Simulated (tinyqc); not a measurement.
# Floating body of a partially depleted SOI transistor: body voltage and kink: effects of single changes

Source at 0 V. Channel current Ic = 2 nf K Vt^2 [F(0) - F(Vd)](1 + la Vd), F(V) = ln^2(1 + exp((Vg - VT - nf V)/(2 nf Vt))), VT = VT0 - gb Vb. Saturation voltage Vs = 2 Vt sqrt(F(0)) + 3 Vt, excess Ve = (Vd - Vs + sqrt((Vd - Vs)^2 + 0.0004 V^2))/2, multiplication M1 = Ai Ve exp(-Bl/Ve). Each junction passes D(v) = J1 (exp(v/Vt) - 1) + J2 (exp(v/(2 Vt)) - 1). Bipolar current Ib = bb J1 (exp(Vb/Vt) - 1). The body settles where M1 (Ic + Ib) = D(Vb) + D(Vb - Vd) + Vb/Rb; drain current Id = (1 + M1)(Ic + Ib) - D(Vb - Vd).

Parameters, values chosen for the exercise; values of the order met in partially depleted silicon-on-insulator transistors: temperature T = 398 K; threshold at zero body voltage VT0 = 0.49 V; fall of the threshold per volt of body voltage gb = 0.35; slope factor nf = 1.43; gain factor per width K = 200 uA/(V^2 um); channel-length modulation factor la = 0.04 1/V; impact-ionisation prefactor Ai = 3.34 1/V; impact-ionisation voltage Bl = 7.3 V; diffusion saturation current of each junction J1 = 1e-9 uA/um; recombination saturation current of each junction J2 = 2.2e-6 uA/um; gain of the lateral bipolar transistor on the diffusion current bb = 1; resistance of a weak body tie to the source (1e9 stands for no tie, and the term is then dropped) Rb = 1e9 kohm um; gate voltage Vg = 0.83 V; drain voltage Vd = 1.6 V.

Constants: q = 1.602176634e-19 C, kB = 1.380649e-23 J/K, Vt = kB T/q. Results are converted to the units shown.

Each table varies one quantity; the others keep the values above.

## Output curve and kink

Rows with more than one solution for Vb (latch) are left out; dId/dVd by a forward difference over 1e-4 V, swing = 1e-4 V over the change of log10 Id; M1 under 1e-12 is printed as 0.

Output curve and kink:
```
Vd (V),Vb (V),M1,"Id, floating (uA/um)","Id, grounded (uA/um)",ratio,"dId/dVd, floating (uS/um)","dId/dVd, grounded (uS/um)"
1,0.2750,8.611e-6,13.91,8.557,1.626,26.22,0.3343
1.2,0.4627,1.398e-4,18.51,8.628,2.145,18.61,0.3843
1.4,0.5670,0.001104,21.48,8.720,2.464,12.04,0.5605
1.6,0.6303,0.004987,23.62,8.865,2.665,9.921,0.9323
1.8,0.6744,0.01535,25.63,9.107,2.815,10.59,1.522
2,0.7079,0.03650,28.02,9.487,2.953,13.70,2.312
2.2,0.7349,0.07263,31.29,10.04,3.116,19.58,3.264
```

Vb rises from 0.275 to 0.735 V and the ratio of the currents rises from 1.63 to 3.12. The output conductance with a floating body exceeds the grounded value by the largest factor among the rows, 78.4, at Vd = 1 V, where Vb = 0.275 V and M1 = 8.61e-6.

## Transfer curve and swing

Same model as above.

Transfer curve and swing:
```
Vg (V),Vb (V),M1,"Id, floating (uA/um)","Id, grounded (uA/um)",ratio,"swing, floating (mV/decade)","swing, grounded (mV/decade)"
0.04,0.1058,0.03800,1.636e-4,7.839e-5,2.087,83.32,116.8
0.14,0.2939,0.03736,0.004459,5.771e-4,7.727,65.70,115.0
0.24,0.4723,0.03465,0.09271,0.004211,22.02,93.32,117.3
0.34,0.5583,0.02922,0.6786,0.02854,23.78,145.8,124.5
0.44,0.6002,0.02251,2.440,0.1637,14.90,224.0,141.9
0.54,0.6210,0.01629,5.734,0.7077,8.103,324.2,177.9
0.64,0.6304,0.01127,10.56,2.180,4.842,437.5,238.6
0.74,0.6327,0.007483,16.82,5.014,3.355,557.0,322.0
0.84,0.6298,0.004756,24.45,9.370,2.609,679.4,421.0
```

Read the table: what changes, and by how much?

Vb goes from 0.106 through a maximum of 0.633 (at Vg = 0.74 V among the rows listed) to 0.630 V. The smallest swing among the rows is 65.7 mV a decade with a floating body (at Vg = 0.14 V) and 115 with a grounded one; Vt ln 10 = 79.0. The floating swing is smaller by more than 3 % for Vg = 0.04, 0.14, 0.24 V, where the rising Vb lowers the threshold as Vg rises. In the first row the floating body raises the current by a factor of 2.09.

Range of the model: The multiplication law is an empirical form chosen for the exercise; self-heating and capacitive coupling to the body are left out, and the linear laws are rough once Vb passes about 0.7 V or M1 about 0.1.

Computed by the program tinyqc: `OMP_NUM_THREADS=1 python tinyqc.py 2182089 2182090 out.jsonl`, one thread of a shared Intel Xeon 2.30GHz, about 0.2 s for the whole run.
